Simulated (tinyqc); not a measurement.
Defect, radiative and Auger recombination at equal electron and hole densities (ABC model): one step. The efficiency peak. Two cases, with inputs chosen for the exercise.

Question. IQE peaks at n_p = sqrt(Ae/C); with Q = B/sqrt(Ae C), IQE_max = Q/(Q + 2).

J/(e d) = Ae n + B n^2 + C n^3 with Ae = A + 4 S/w (four side walls, carriers spread evenly), e = 1.602176634e-19 C, lengths in cm; internal efficiency IQE = B n^2/(Ae n + B n^2 + C n^3); all injected carriers recombine in the layer.

Case 1.

Values chosen (orders of magnitude like those quoted for Si; not measured data): A = 3100 1/s (defect rate); B = 6.7e-15 cm^3/s (radiative coefficient); C = 6.4e-31 cm^6/s (Auger coefficient); S = 520 cm/s (recombination velocity of the side walls); w = 2700 micrometre (side of the square mesa); d = 150000 nm (active thickness).

Case 2.

Values chosen (orders of magnitude like those quoted for GaAs; not measured data): A = 24000000 1/s (defect rate); B = 1.1e-10 cm^3/s (radiative coefficient); C = 9.8e-31 cm^6/s (Auger coefficient); S = 420 cm/s (recombination velocity of the side walls); w = 2.2 micrometre (side of the square mesa); d = 65 nm (active thickness).

Give: Ae; n_p; Q; IQE_max; J at the peak.

Answer.

Case 1.

Ae = 1.080e+04 1/s
n_p = 1.299e+17 1/cm^3
Q = 0.08057
IQE_max = 0.0387
J at the peak = 7.02 A/cm^2

The side walls supply 71 % of Ae.

Case 2.

Ae = 3.164e+07 1/s
n_p = 5.682e+18 1/cm^3
Q = 19.76
IQE_max = 0.908
J at the peak = 4.07e+03 A/cm^2

The side walls supply 24 % of Ae.

Computed by tinyqc, one run a case: `OMP_NUM_THREADS=1 python tinyqc.py N N+1 out.jsonl` with N = 1680730, 1680758; one thread of a shared Intel(R) Xeon(R) Processor @ 2.30GHz, about 0.01 s a run at most.
